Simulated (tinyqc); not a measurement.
Dielectric confinement in a thin film (image charges), step by step. Values are carried at full precision from step to step, so a last printed digit may differ when a step is redone from the rounded ones.

A film |z| < t/2 of dielectric constant eps between half-spaces of dielectric constant e2; lam = (eps - e2)/(eps + e2), q = e^2/(4 pi eps0). The self-energy of a band edge is taken with the high-frequency value, e2 = eh, and the field of a fixed ion with the static one, e2 = eo. A charge at z has images lam^|n| at n t + (-1)^n z. Its self-energy is S(z) = (q/2 eps) sum over n >= 1 of lam^n [1/(n t - 2z) + 1/(n t + 2z)] for odd n and 2 lam^n/(n t) for even n; at the centre S(0) = -(q/(eps t)) ln(1 - lam).

Constants: e^2/(4 pi eps0) = 14.39964547 eV angstrom; hbar^2/2m0 = 3.80998211 eV angstrom^2; Ry = 13.60569312 eV.

Parameters, chosen for this exercise (near those of a Ge film between layers of a low-k oxide; not measured data): t = 50 angstrom (film thickness); eps = 16.2 (dielectric constant of the film); eh = 2 (high-frequency dielectric constant outside); mz = 0.118 m0 (mass across the film); eo = 2.6 (static dielectric constant outside); m = 0.154 m0 (mass in the plane).

## Images for a charge at the centre

Give lam, the first five terms (q/eps) lam^n/(n t), their sum and the closed form.

lam = 0.7802

terms (meV): 13.87  5.41  2.81  1.65  1.03

sum of five = 24.77 meV
S(0) = 26.93 meV

The surroundings screen less than the film, so the images repel and each band edge moves outwards: the gap changes by about 2 S = +54 meV. The static value 2.6 would give S(0) = +22.8 meV.

## Self-energy across the film

S at 2z/t = 0, 0.2, 0.4, 0.6, 0.8 and 0.9, summed to n = 399.

Self-energy:

| 2z/t | z (angstrom) | S (meV) |
|---|---|---|
| 0.0 | 0.0 | 26.93 |
| 0.2 | 5.0 | 27.53 |
| 0.4 | 10.0 | 29.64 |
| 0.6 | 15.0 | 34.87 |
| 0.8 | 20.0 | 51.84 |
| 0.9 | 22.5 | 86.39 |

Towards the wall S diverges as (q lam/4 eps)/(distance), an artefact of the abrupt interface that the vanishing envelope makes harmless.

## Shift of the subband edge

First order: <S> over the envelope (2/t) cos^2(pi z/t), beside the confinement energy c (pi/t)^2/mz, c = hbar^2/2m0.

<S> = 30.02 meV
confinement energy = 127.47 meV

|<S>| is 0.24 times the confinement energy; the first goes as 1/t and the second as 1/t^2, so they are equal at t = 212 angstrom.

## Binding of a donor

Donor at the centre, lam from the static eo, trial function cos(pi z/t) exp(-rho/l): E(l) = c/(m l^2) - (q/eps) times the integral over k of F(k t) (1 + (k l/2)^2)^(-3/2), with F(x) = F0 + 2 lam exp(-x) G/(1 - lam exp(-x)), F0 = 2[(1 - exp(-x/2))/x + x (1 + exp(-x/2))/(x^2 + 4 pi^2)], G = 2 sinh(x/2)[1/x - x/(x^2 + 4 pi^2)]; c = hbar^2/2m0. The binding energy is -E at the minimum, counted from the subband edge with its self-energy.

Minimise over l with and without images (lam = 0); Ry* = Ry m/eps^2.

Donor:

| case | l (angstrom) | binding (meV) | in Ry* |
|---|---|---|---|
| no images | 43.6 | 19.1 | 2.39 |
| with images | 36.7 | 58.8 | 7.37 |

Ry* = 7.98 meV

The images change the binding by +39.7 meV, against -2 (q/(eps t)) ln(1 - lam) = +45.7 meV for an orbit much smaller than t. At 300 K the binding is 2.3 kB T.

## Checks

- S(0) from the series against the closed form, meV: both 26.93.
- F(2.3) for lam = 0.7802 from a direct sum over images against the closed form: both 0.9144.

Program tinyqc; command `OMP_NUM_THREADS=1 python tinyqc.py 1281620 1281621 out.jsonl`; about 0.07 s on one thread of a shared Intel(R) Xeon(R) Processor @ 2.30GHz.
